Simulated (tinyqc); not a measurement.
Two-band tight binding of a puckered layer: sweeps and comparisons. A value that a table varies takes the place of the one given here.

With X = kx ax/2 and Y = ky ay/2: h = t2 + 2 cos(Y) (t1 exp(iX) + t3 exp(-iX)) + t5 exp(2iX), d = 4 t4 cos(X) cos(Y), H = [[d, h], [h*, d]], E = d -/+ |h|.

Constants: hbar^2/2m0 = 3.80998211 eV angstrom^2.

Parameters, chosen for this exercise (near a published set for monolayer black phosphorus; the results hold for these values, not for the real material): ax = 4.4 angstrom (period along x (armchair)); ay = 3.32 angstrom (period along y (zigzag)); t1 = -1.225 eV (along the zigzag); t2 = 3.625 eV (across the pucker); t3 = -0.207 eV (second in the sheet); t4 = -0.096 eV (same sublattice); t5 = -0.057 eV (far across).

## Mass and optical strength against direction

masses (m0):
```
                x        y
electron  0.15678  0.85137
hole      0.16976  1.11503
```

chi = -4.73000 eV angstrom

Angle from x. 1/m(theta) = cos^2/mx + sin^2/my. Near Gamma only x-polarised light couples the bands, with strength chi^2 cos^2(theta), chi = ax (t1 - t3 + t5) = d Im(h)/dkx; the positions of the atoms inside the cell, which would change this dipole but not the masses, are left out. The last column is the transition energy at |k| = 0.1 1/angstrom from the full bands, less the gap.

Against angle:
```
theta (deg)  m_e (m0)  m_h (m0)  strength (eV^2 angstrom^2)  rise of the transition (eV)
0               0.157     0.170                       22.37                       0.4092
15              0.166     0.180                       20.87                       0.3887
30              0.197     0.215                       16.78                       0.3317
45              0.265     0.295                       11.19                       0.2511
60              0.404     0.466                        5.59                       0.1670
75              0.657     0.812                        1.50                       0.1028
85              0.824     1.070                        0.17                       0.0815
90              0.851     1.115                        0.00                       0.0787
```

What can be read from the table?

The light-mass direction rules: at 45 degrees the electron mass is still 0.265, 1.69 times the value along x, against 5.4 times at 90 degrees. At |k| = 0.1 the transition has risen 5.2 times as much along x as along y.

## Closing the gap

t2 is lowered; h0 = t2 + 2 t1 + 2 t3 + t5, c = hbar^2/2m0. For h0 > 0 the gap is 2 h0 at Gamma. For h0 < 0 the bands touch at kx = 0, cos(Y) = -(t2 + t5)/(2 (t1 + t3)).

Against t2:
```
t2 (eV)  h0 (eV)  gap (eV)  electron mass along x (m0)  ky of the nodes (1/angstrom)
3.8        0.879     1.758                      0.1802                             -
3.6        0.679     1.358                      0.1531                             -
3.4        0.479     0.958                      0.1199                             -
3.2        0.279     0.558                      0.0785                             -
3.0        0.079     0.158                      0.0254                             -
2.8       -0.121     0.000                           -                        0.1757
2.6       -0.321     0.000                           -                        0.2879
2.4       -0.521     0.000                           -                        0.3691
```

What can be read from the table?

The gap closes at t2 = 2.921 eV. On the way the mass along x falls with the gap and tends to 2 c h0/chi^2 as it closes, while that along y stays. Beyond it two Dirac nodes move apart along the zigzag direction, to ky = +/-0.369 1/angstrom in the last row. The mass formula is c/(ex + gx + chi^2/(2 h0)) with chi = ax (t1 - t3 + t5), gx = -ax^2 ((t1 + t3)/4 + t5/2), ex = -t4 ax^2/2.

## What each parameter does

Gap at Gamma and masses m/m0 = c q^2/|E(q) - E(0)| with q = 0.001 1/angstrom, c = hbar^2/2m0. Each row changes one parameter from the base and keeps the others.

Results:
```
case                 gap (eV)   m_e x   m_h x  m_e y  m_h y
base                   1.4080  0.1568  0.1698  0.851  1.115
t1 = -1.195 eV         1.5280  0.1724  0.1882  0.867  1.143
t2 = 3.655 eV          1.4680  0.1611  0.1748  0.851  1.115
t3 = -0.177 eV         1.5280  0.1605  0.1741  0.867  1.143
t4 = -0.066 eV         1.4080  0.1587  0.1676  0.884  1.064
t5 = -0.027 eV         1.4680  0.1692  0.1844  0.851  1.115
ax = 4.532 angstrom    1.4080  0.1478  0.1600  0.851  1.115
```

How do the results move?

The largest shifts from the base row, up to three for each result and ties (the steps differ in size, so this ranks the rows, not the parameters). gap (eV): t1 +0.1200, t3 +0.1200, t5 +0.0600, t2 +0.0600; unchanged at the printed digits by t4 and ax. m_e x: t1 +0.0156, t5 +0.0124, ax -0.0090. m_h x: t1 +0.0184, t5 +0.0146, ax -0.0097. m_e y: t4 +0.033, t1 +0.016, t3 +0.016; unchanged at the printed digits by t2, t5 and ax. m_h y: t4 -0.051, t1 +0.028, t3 +0.028; unchanged at the printed digits by t2, t5 and ax.

Computed by tinyqc, a small Python program: `OMP_NUM_THREADS=1 python tinyqc.py 1480338 1480339 out.jsonl` (the numbers bound the seed that draws the inputs); one thread of a shared host (Intel(R) Xeon(R) Processor @ 2.30GHz), about 0.01 s for the whole set of steps.
